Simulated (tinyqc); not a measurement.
# Worked calculation: absorption edge of a degenerate semiconductor, band filling against gap narrowing

Numbers from tinyqc (`OMP_NUM_THREADS=1 python tinyqc.py 2330116 2330117 out.jsonl`; about 0.01 s on one thread of a shared Intel Xeon 2.30GHz). Printed values are rounded.

n-type, parabolic bands, full ionisation. eta = (EF - Ec)/kB T solves N = Nc F12(eta), F12(x) = (2/sqrt(pi)) int_0^infinity sqrt(u)/(1 + exp(u - x)) du. The gap shrinks rigidly by dEg = a3 y^(1/3) + a4 y^(1/4) + a2 y^(1/2), y = N/1e18 cm^-3, an empirical law that is here taken as the true narrowing.

Inputs (values chosen for the exercise); band and dielectric values close to those of indium phosphide:
```
symbol    value   unit                                              meaning
T           400      K                                          temperature
Eg         1.33     eV                                             band gap
Nc      8.68e17  cm^-3  conduction-band density of states at 400 K, from me
me       0.0796     m0                                        electron mass
mh        0.599     m0                                            hole mass
N          3e19  cm^-3                                ionised donor density
a3         14.8    meV                        coefficient of (N/1e18)^(1/3)
a4         11.7    meV                        coefficient of (N/1e18)^(1/4)
a2          1.4    meV                        coefficient of (N/1e18)^(1/2)
```

Constants: q = 1.602176634e-19 C, kB = 1.380649e-23 J/K, h = 6.62607015e-34 J s, c = 299792458 m/s, Vt = kB T/q. Results are converted to the units shown.

Range of the model: Band tails, non-parabolic bands and incomplete ionisation are left out.

## Iteration 1: Fermi level

eta at the start (Boltzmann value) = 3.5428

Newton step on ln F12(eta) = ln(N/Nc): eta(new) = eta - ln(Nc F12/N) F12/Fm, Fm(x) = dF12/dx = (1/sqrt(pi)) int_0^infinity u^(-1/2)/(1 + exp(u - x)) du.

F12 = 5.54507
Fm = 2.04035
eta after iteration 1 = 8.51580

## Course of the iteration

Stop when eta changes by less than 1e-9.

Course of the iteration:
```
iteration	eta	change
1	8.51580	4.97
2	11.9874	3.47
3	12.7397	0.752
4	12.7632	0.0235
5	12.7633	2.13e-5
6	12.7633	1.74e-11
```

Converged in 6 iterations.

## The optical edge

converged eta = 12.7633

Vertical transitions need an empty final state: the edge is taken where the state lies 4 kB T below EF, E_opt = Eg - dEg + (1 + me/mh) max(eta - 4, 0) kB T; wavelength h c/(q E_opt).

dEg = 81.0372 meV
EF - Ec = 439.941 meV
filling shift = 342.205 meV
E_opt = 1.59117 eV
wavelength = 779.203 nm

The edge lies 261 meV above the undoped gap: filling outweighs narrowing.
